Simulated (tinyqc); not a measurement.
Dielectric confinement in a thin film (image charges), step by step. Values are carried at full precision from step to step, so a last printed digit may differ when a step is redone from the rounded ones.

A film |z| < t/2 of dielectric constant eps between half-spaces of dielectric constant e2; lam = (eps - e2)/(eps + e2), q = e^2/(4 pi eps0). The self-energy of a band edge is taken with the high-frequency value, e2 = eh, and the field of a fixed ion with the static one, e2 = eo. A charge at z has images lam^|n| at n t + (-1)^n z. Its self-energy is S(z) = (q/2 eps) sum over n >= 1 of lam^n [1/(n t - 2z) + 1/(n t + 2z)] for odd n and 2 lam^n/(n t) for even n; at the centre S(0) = -(q/(eps t)) ln(1 - lam).

Constants: e^2/(4 pi eps0) = 14.39964547 eV angstrom; hbar^2/2m0 = 3.80998211 eV angstrom^2; Ry = 13.60569312 eV.

Parameters, chosen for this exercise (near those of a Si (100) film, two-fold valleys, between layers of HfO2; shifted at random, so the results belong to these values and not to a real crystal): t = 42 angstrom (film thickness); eps = 11.6 (dielectric constant of the film); eh = 4 (high-frequency dielectric constant outside); mz = 0.892 m0 (mass across the film); eo = 22.5 (static dielectric constant outside); m = 0.184 m0 (mass in the plane).

## Images for a charge at the centre

Give lam, the first five terms (q/eps) lam^n/(n t), their sum and the closed form.

lam = 0.4872

terms (meV): 14.40  3.51  1.14  0.42  0.16

sum of five = 19.62 meV
S(0) = 19.74 meV

The surroundings screen less than the film, so the images repel and each band edge moves outwards: the gap changes by about 2 S = +39 meV. The static value 22.5 would give S(0) = -8.2 meV.

## Self-energy across the film

S at 2z/t = 0, 0.2, 0.4, 0.6, 0.8 and 0.9, summed to n = 399.

Self-energy:
```
2z/t  z (angstrom)  S (meV)
0.0            0.0    19.74
0.2            4.2    20.34
0.4            8.4    22.50
0.6           12.6    27.89
0.8           16.8    45.43
0.9           18.9    81.24
```

Towards the wall S diverges as (q lam/4 eps)/(distance), an artefact of the abrupt interface that the vanishing envelope makes harmless.

## Shift of the subband edge

First order: <S> over the envelope (2/t) cos^2(pi z/t), beside the confinement energy c (pi/t)^2/mz, c = hbar^2/2m0.

<S> = 22.91 meV
confinement energy = 23.90 meV

|<S>| is 0.96 times the confinement energy; the first goes as 1/t and the second as 1/t^2, so they are equal at t = 44 angstrom.

## Binding of a donor

Donor at the centre, lam from the static eo, trial function cos(pi z/t) exp(-rho/l): E(l) = c/(m l^2) - (q/eps) times the integral over k of F(k t) (1 + (k l/2)^2)^(-3/2), with F(x) = F0 + 2 lam exp(-x) G/(1 - lam exp(-x)), F0 = 2[(1 - exp(-x/2))/x + x (1 + exp(-x/2))/(x^2 + 4 pi^2)], G = 2 sinh(x/2)[1/x - x/(x^2 + 4 pi^2)]; c = hbar^2/2m0. The binding energy is -E at the minimum, counted from the subband edge with its self-energy.

Minimise over l with and without images (lam = 0); Ry* = Ry m/eps^2.

Donor:
```
case         l (angstrom)  binding (meV)  in Ry*
no images            28.6           39.7    2.13
with images          30.4           26.2    1.41
```

Ry* = 18.60 meV

The images change the binding by -13.5 meV, against -2 (q/(eps t)) ln(1 - lam) = -16.4 meV for an orbit much smaller than t. At 300 K the binding is 1.0 kB T.

## Checks

- S(0) from the series against the closed form, meV: both 19.74.
- F(2.3) for lam = 0.4872 from a direct sum over images against the closed form: both 0.8414.

(tinyqc, `OMP_NUM_THREADS=1 python tinyqc.py 1251227 1251228 out.jsonl`, Intel(R) Xeon(R) Processor @ 2.30GHz, 1 thread, shared host, about 0.03 s.)
